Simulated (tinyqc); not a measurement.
Worked calculation: Koster-Slater impurity in an sp3s* host. Values are carried at full precision from step to step, so a last printed digit may differ when a step is redone from the rounded ones.

sp3s* tight binding, nearest neighbours only: anion (a) at 0, cation (c) at a/4 (1,1,1), orbitals s, px, py, pz, s* on each; k in units of 2 pi/a. With phases e_j = exp(i (pi/2) k.n_j) for n = (1,1,1), (1,-1,-1), (-1,1,-1), (-1,-1,1): g0 = (e1+e2+e3+e4)/4, g1 = (e1+e2-e3-e4)/4, g2 = (e1-e2+e3-e4)/4, g3 = (e1-e2-e3+e4)/4. The diagonal holds the levels Esa, Epa, Exa (s*) and Esc, Epc, Exc. Anion-cation block: <sa|sc> = Vss g0; <sa|xc> = Vsapc g1; <xa|sc> = -Vscpa g1; <xa|xc> = Vxx g0; <xa|yc> = <ya|xc> = Vxy g3, <xa|zc> = <za|xc> = Vxy g2, <ya|zc> = <za|yc> = Vxy g1; <s*a|xc> = Vxapc g1; <xa|s*c> = -Vpaxc g1; y and z take g2 and g3 in place of g1; s-s* and s*-s* vanish.

Values chosen for the exercise (out of a larger set: near a published set for Si; not measured data):
- p = (-4.213, 1.723, -4.213, 1.723, 6.694, 6.694, -8.272, 1.708, 4.553, 5.71, 5.71, 5.388, 5.388) eV (order Esa, Epa, Esc, Epc, Exa, Exc, Vss, Vxx, Vxy, Vsapc, Vscpa, Vxapc, Vpaxc)
- N = 5 (mesh)
- V = 19.5 eV (shift of the p levels)

## The gap of the host

Gaps from the top of the valence band to Gamma, to the minimum on (x,0,0) from 0.5 to 1, and to L; the smallest is Eg.

top of the valence band on the scale of the parameters = 0.0150 eV

gaps (eV): Gamma 3.4160, Delta 1.1421, L 2.4550

Eg (smallest gap of the host) = 1.1421 eV

## Where the weight lies

A defect on an anion site (a) shifts the s level there by Vs or the three p levels by Vp and leaves the rest. A level in the gap solves 1/Vs = G_s(E) (symmetry A1) or 1/Vp = G_p(E) (T2, threefold), with G(E) = (1/N^3) sum over k and bands of w/(E - e), where w is the weight of the state on the s orbital of that site, or the mean weight on its px, py, pz. Mesh: k = f1 (-1,1,1) + f2 (1,-1,1) + f3 (1,1,-1), f = (j + 1/2)/N, j = 0 to N - 1. Energies from the top of the valence band at Gamma; the s* orbital of the site is left as it is. An infinite shift removes the s or p orbitals, the model of the ideal vacancy: G(E) = 0.

For each band: mean energy over the mesh and summed weights; each column of weights adds to one.

Bands:

| band | mean energy (eV) | s weight | p weight |
|---|---|---|---|
| 1 | -10.127 | 0.4145 | 0.0261 |
| 2 | -6.128 | 0.1982 | 0.0897 |
| 3 | -2.243 | 0.0054 | 0.1645 |
| 4 | -1.804 | 0.0022 | 0.1658 |
| 5 | 1.749 | 0.0794 | 0.0782 |
| 6 | 2.642 | 0.2374 | 0.0437 |
| 7 | 5.237 | 0.0003 | 0.1654 |
| 8 | 5.663 | 0.0163 | 0.1557 |
| 9 | 9.681 | 0.0303 | 0.0459 |
| 10 | 10.479 | 0.0161 | 0.0649 |

The filled bands hold 0.620 of the s orbital and 0.446 of each p orbital of the anion. Filled states add positive terms to G in the gap and empty ones negative terms.

## Green functions across the gap

G at nine energies E = Eg j/8.

G(E) (1/eV):

| E (eV) | G_s | G_p |
|---|---|---|
| 0.0000 | -0.07279 | 0.10020 |
| 0.1428 | -0.08546 | 0.06320 |
| 0.2855 | -0.09996 | 0.03598 |
| 0.4283 | -0.11698 | 0.01168 |
| 0.5711 | -0.13758 | -0.01227 |
| 0.7138 | -0.16354 | -0.03794 |
| 0.8566 | -0.19828 | -0.06826 |
| 0.9994 | -0.25008 | -0.10982 |
| 1.1421 | -0.35667 | -0.19610 |

Both fall with E, as dG/dE = -sum w/(E - e)^2 demands. G_s keeps its sign, so the vacancy has no level of this symmetry in the gap. G_p changes sign, so the vacancy has a level of this symmetry in the gap.

## A first estimate from the table

A defect that shifts the p level of its anion site by V has a level where the host Green function G_p(E) equals 1/V; E is counted from the top of the valence band. Find it by linear interpolation between the two rows that bracket it.

1/V = 0.05128 1/eV
estimated level = 0.205 eV

## The level and its weight on the defect

Solve by bisection with the full sum. The weight of the bound state on the shifted orbital is G^2/(-G'), which is also dE/dV.

level = 0.2021 eV
G'(E) = -0.19210 1/eV^2
weight on the defect orbital = 0.0137

The level lies 0.202 eV above the valence band and 0.940 eV below the conduction band. Only 1.4 % of it sits on the shifted orbital, the rest on other orbitals, so a shift of 1 eV moves the level by about 14 meV.

## Checks

- Sum of the s weights over all bands against one: both 1.00000.
- First moment of the s weights against the s level of the site, on the scale of the parameters: both -4.21300.

Run: tinyqc, `OMP_NUM_THREADS=1 python tinyqc.py 1482754 1482755 out.jsonl`; Intel(R) Xeon(R) Processor @ 2.30GHz, one thread, shared host; about 0.01 s of CPU time with all checks.
